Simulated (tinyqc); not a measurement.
# Implant damage, amorphisation by cascade overlap, and solid-phase epitaxial regrowth, step by step

A worked calculation. Computed by tinyqc, a small Python program that keeps every step. Command: `OMP_NUM_THREADS=1 python tinyqc.py 3114269 3114270 out.jsonl sper walk`. One thread of a shared host (Intel(R) Xeon(R) Processor @ 2.30GHz), about 0.01 s of CPU time with the checks. Intermediate numbers are printed to about 6 digits and carried at full precision; extremes and crossings named in words are read from the listed rows.

Range and width of the damage are inputs. Dynamic annealing enters only through the surviving share f.

Inputs (values chosen for the exercise, modelled on silicon ions in germanium):
```
quantity                            value    unit
atomic density N                     44.2  1/nm^3
ion Z1                                 14       -
ion mass M1                            28       u
target Z2                              32       -
target mass M2                      72.63       u
ion energy E                          130     keV
displacement energy E_d                16      eV
depth of the damage peak R_d           79      nm
width of the damage profile s_d        54      nm
share of defects that survive f      0.43       -
critical displaced share x_c         0.11       -
dose Q                            3.2e+14  1/cm^2
overlaps needed n                       1       -
area amorphised by one track A_i     0.92    nm^2
regrowth prefactor v0             2.7e+16    nm/s
regrowth energy E_a                  2.16      eV
anneal temperature                    518       C
rate relative to (100)               0.33       -
peak enhancement by the dopant         12       -
ramp rate                             110     K/s
```

Constants: a_0 = 0.529177210903 angstrom; e^2/(4 pi eps_0) = 14.39964548 eV angstrom; k_B = 8.617333262e-05 eV/K.

## Damage energy and displacements per ion

Robinson partition: eps = E a M2/(Z1 Z2 (e^2/(4 pi eps_0)) (M1 + M2)), a = 0.8853 a_0/sqrt(Z1^(2/3) + Z2^(2/3)); k = 0.0793 Z1^(2/3) Z2^(1/2) (M1 + M2)^(3/2)/((Z1^(2/3) + Z2^(2/3))^(3/4) M1^(3/2) M2^(1/2)); damage energy T_d = E/(1 + k (eps + 0.40244 eps^(3/4) + 3.4008 eps^(1/6))); displacements nu = 0.8 T_d/(2 E_d).

reduced energy eps = 1.70945

k = 0.261773

damage energy T_d = 50.4181 keV

T_d/E = 0.387832

displacements per ion nu = 1260.45

61 % of the energy goes to electrons.

## The amorphous layer

Displaced share x(z) = f nu Q exp(-(z - R_d)^2/(2 s_d^2))/(sqrt(2 pi) s_d N); the layer is amorphous where x > x_c, between R_d -/+ s_d sqrt(2 ln(x_max/x_c)), the upper edge being cut at the surface. Threshold dose Q_c = Q x_c/x_max.

peak displaced share x_max = 0.289894

threshold dose Q_c = 1.21424e+14 1/cm^2

upper edge = 3.82412 nm

lower edge = 154.176 nm

The layer is buried, so it regrows from both sides and the two fronts meet in a defect plane.

## Damage left below the interface

Displaced atoms per area beyond the lower edge z2: f nu Q (1/2) erfc((z2 - R_d)/(sqrt2 s_d)); they are not removed by regrowth.

share of the damage beyond z2 = 0.0819391

displaced atoms beyond z2 = 1.42114e+16 1/cm^2

## Layer against dose

The formulas are those given above.

Dose series; the last column is f nu Q erfc((z2 - R_d)/(sqrt2 s_d))/2:
```
Q (1/cm^2)    x_max  upper edge (nm)  lower edge (nm)  displaced atoms beyond z2 (1/cm^2)
1.34e+14    0.12139          55.0257          102.974                         2.38605e+16
1.82e+14    0.16488          30.4168          127.583                         1.81644e+16
3.04e+14    0.27540           5.8408          152.159                         1.44567e+16
4.86e+14    0.44028           0.0000          168.936                         1.26194e+16
8.50e+14    0.77003           0.0000          185.531                         1.11764e+16
1.46e+15    1.32264           0.0000          199.431                         1.01818e+16
3.04e+15    2.75399           0.0000          216.044                         9.18883e+15
6.07e+15    5.49893           0.0000          230.042                         8.48250e+15
```

A dose 45 times larger moves the lower edge from 103 to 230 nm, as the root of a logarithm, and the damage beyond it falls by a factor 2.8, since the edge lies on an ever steeper tail. The layer reaches the surface at Q_c exp(R_d^2/(2 s_d^2)) = 3.54e14 per cm^2.

## Overlap model

Gibbons model: a point turns amorphous after n + 1 hits; with y = A_i Q the amorphous share is 1 - exp(-y) sum_(k=0..n) y^k/k!. Doses are set by y.

Amorphous share:
```
y     Q (1/cm^2)  direct impact (n = 0)   given n
0.1  1.08696e+13               0.095163  0.004679
0.3  3.26087e+13               0.259182  0.036936
0.6  6.52174e+13               0.451188  0.121901
1.0  1.08696e+14               0.632121  0.264241
2.0  2.17391e+14               0.864665  0.593994
3.0  3.26087e+14               0.950213  0.800852
5.0  5.43478e+14               0.993262  0.959572
8.0  8.69565e+14               0.999665  0.996981
```

At small y the share grows as y^2; between the first rows the exponent is 1.88.

## Isothermal regrowth

v = v0 x orientation factor x exp(-E_a/(k_B T)) x [1 + (enhancement - 1) exp(-(z - R_d)^2/(2 s_d^2))], T = anneal temperature + 273.15 K; the dopant is taken to follow the damage profile; the lower front moves from the lower edge z2 to the surface, or to the middle (z1 + z2)/2 of a buried layer with upper edge z1; time = int dz/v; the equivalent undoped distance is that time times the undoped velocity.

undoped velocity = 154.975 nm/s

distance to regrow = 75.1759 nm

time without enhancement = 0.485085 s

equivalent undoped distance = 8.63510 nm

time with enhancement = 0.0557194 s

The rate doubles for each 17 K or so near this temperature.

## Regrowth during a ramp

On a linear ramp from 200 C regrowth ends at the T_f where int v_undoped dT/(ramp rate) equals the equivalent undoped distance.

temperature at which regrowth ends = 487.538 C

Checks made by the program: tail against quadrature of x(z) N (relative difference below 1e-10).
